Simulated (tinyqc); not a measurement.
Formation energy of a charged point defect from supercell energies: one step, computed by the program tinyqc. Command: `OMP_NUM_THREADS=1 python tinyqc.py 3026595 3026596 out.jsonl formation walk`. One thread of a shared host (Intel(R) Xeon(R) Processor @ 2.30GHz), about 0.01 s of CPU time with the checks.

The host is a compound AB. Making the defect adds n_A = 0, n_B = -1 atoms to the cell. All total energies are inputs. E_F is counted from the valence-band maximum (VBM); x = 0 is A-rich and x = 1 B-rich growth.

Task: Formation energies at E_F = 0. E_f(q, E_F) = [E(defect, q) - E(host)] - sum n_i mu_i + q (E_VBM + dV + E_F) + E_corr(q).

Inputs (values chosen for the exercise, with gap and screening modelled on 4H-SiC):

| quantity | value | unit |
|---|---|---|
| gap E_g | 3.19 | eV |
| E_VBM of the host cell | 2.063 | eV |
| potential alignment dV | -0.023 | eV |
| dielectric constant eps | 9.55 | - |
| cell length L | 9.03 | angstrom |

Defect: vacancy of B. Supercell lattice: sc.

charge states q: 2  1  0  -1  -2

E(defect, q) - E(host), in the order of q (eV): 1.014  5.214  9.241  12.707  16.619

sum n_i mu_i = 6.86681 eV

E_corr (eV): (q=+2) 0.9475355, (q=+1) 0.2368839, (q=0) 0.0000000, (q=-1) 0.2368839, (q=-2) 0.9475355

Give: E_f(q, 0).

Result:

E_f(q, 0) (eV): (q=+2) -0.825, (q=+1) 0.624, (q=0) 2.374, (q=-1) 4.037, (q=-2) 6.620

Caution: the largest image-charge correction in these energies, q^2 alpha e^2/(8 pi eps_0 eps L) with alpha = 2.837297, exceeds a quarter of the gap; the point-charge term alone is then a rough estimate, usually too large for a charge that is spread out. Caution: E_f at E_F = 0 is negative for at least one charge state, so in equilibrium E_F cannot reach the valence-band maximum.
